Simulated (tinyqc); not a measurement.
# AlGaN/GaN HEMT with access regions, lumped model, step by step

tinyqc, about 0.02 s, one thread, Intel Xeon 2.30GHz (shared host): `OMP_NUM_THREADS=1 python tinyqc.py 2570119 2570120 out.jsonl` Printed values are rounded.

A polarisation-induced electron sheet under a Schottky gate, in series with two ungated access regions and contacts. Drift law v = mu E/(1 + mu E/vs) under the gate. Currents in mA/mm, resistances in ohm mm. No self-heating, no channel-length modulation; fits for polarisation, barrier and offset are chosen for the exercise.

Parameters, values chosen for the exercise; values close to those of AlGaN/GaN structures:
- x = 0.17 (aluminium share of the barrier)
- d = 20 nm (barrier thickness)
- eps_r = 9.1 (relative permittivity of barrier and channel)
- mu = 1500 cm^2/(V s) (channel mobility)
- vs = 1.1e7 cm/s (saturation velocity)
- Lg = 1 um (gate length)
- Ls = 2 um (source access length)
- Ld = 16 um (drain access length)
- Rc = 0.44 ohm mm (resistance of each contact)
- ft = 0.22 (share of the drain-access electrons removed by traps)
- Vg = 0.5 V (gate voltage)
- Vd = 6 V (drain voltage)
- Ec = 2.7 MV/cm (critical field)
- te = 0.24 um (depth over which the depleted charge spreads)
- tf = 500 nm (insulator under the field plate)
- ei = 3.9 (relative permittivity of that insulator)

Constants: q = 1.602176634e-19 C, eps0 = 8.8541878128e-14 F/cm where lengths are in cm. Results are converted to the units shown.

## Polarisation charge, threshold and sheet resistance

sigma = (5e13 x + 1.6e13 x^2) cm^-2, phiB = 0.84 + 1.3 x, dEc = 0.7 (1.71 x + x^2) in volts, Cb = eps0 eps_r/d, VT = phiB - dEc - q sigma/Cb, access density n0 = -Cb VT/q. Rsh = 1/(q mu n0); largest access current q n0 vs.

sigma = 8.962400e12 cm^-2
Cb = 0.4028655 uF/cm^2
VT = -2.727023 V
n0 = 6.857069e12 cm^-2
Rsh = 606.8199 ohm
q n0 vs = 1208.486 mA/mm

## Iteration 1: drain current

I at the start = 290 mA/mm

Access resistance R(L, n) = L/(q mu n sqrt(1 - (I/(q n vs))^2)); Rs = Rc + R(Ls, n0), Rd = Rc + R(Ld, (1 - ft) n0). Vg' = Vg - I Rs, Vd' = Vd - I (Rs + Rd); with u = Vg' - VT, Vc = vs Lg/mu and w the smaller of Vd' and Vc [sqrt(1 + 2 u/Vc) - 1] (0 if negative), the channel gives (mu Cb/Lg)(u w - w^2/2)/(1 + w/Vc). I(new) = I + 0.1 (channel current - I).

Rs = 1.690169 ohm mm
Rd = 13.52209 ohm mm
Vg' = 0.009850883 V
Vd' = 1.588445 V
channel current = 592.3607 mA/mm
I after iteration 1 = 320.2361 mA/mm

## Iteration 2: drain current

As before.

Rs = 1.698634 ohm mm
Rd = 13.67475 ohm mm
Vg' = -0.04396401 V
Vd' = 1.076887 V
channel current = 565.3806 mA/mm
I after iteration 2 = 344.7505 mA/mm

## Course of the iteration: drain current

Stop when I changes by less than 1e-6 mA/mm, or after 60 iterations. I must stay below q (1 - ft) n0 vs.

Course of the iteration:

| iteration | I (mA/mm) | \|change\| (mA/mm) |
|---|---|---|
| 1 | 320.2361 | 30.2 |
| 2 | 344.7505 | 24.5 |
| 3 | 358.4355 | 13.7 |
| 4 | 360.6120 | 2.18 |
| 5 | 360.3434 | 0.269 |
| 6 | 360.3881 | 0.0447 |
| 7 | 360.3809 | 7.22e-3 |
| 8 | 360.3820 | 1.17e-3 |
| 9 | 360.3819 | 1.90e-4 |
| 10 | 360.3819 | 3.07e-5 |
| 11 | 360.3819 | 4.98e-6 |
| 12 | 360.3819 | 8.08e-7 |

Converged in 12 iterations. At the end each change is about 0.16 times the one before, with alternating sign: linear convergence. Of Vd, 6.17 % reaches the channel; the access current is 38 % of its limit.

## On-resistance and breakdown

sigma = (5e13 x + 1.6e13 x^2) cm^-2, phiB = 0.84 + 1.3 x, dEc = 0.7 (1.71 x + x^2) in volts, Cb = eps0 eps_r/d, VT = phiB - dEc - q sigma/Cb, access density n0 = -Cb VT/q. Ron = 2 Rc + Ls/(q mu n0) + Ld/(q mu (1 - ft) n0) + Lg/(mu Cb (Vg - VT)). Off state: a depleted stretch that holds the voltage V has the peak field sqrt(k V), k = 2 q n0/(eps0 eps_r te), so one edge holds V1 = Ec^2/k. The sheet under the plate pinches off at Vf = q n0 (1/Cb + tf/(eps0 ei)); beyond it the gate edge is screened. BV = V1 if Vf >= V1, else Vf + V1, and at most Ec Ld. Specific resistance Ron (Ls + Lg + Ld); figure of merit BV^2 over it.

Ron = 15.05403 ohm mm
Vf = 161.8034 V
V1 = 64.15788 V
BV = 64.15788 V
specific resistance = 2.860265 mohm cm^2
figure of merit = 1.439109 MW/cm^2

The plate pinches off too late to screen the gate edge, so it adds nothing.
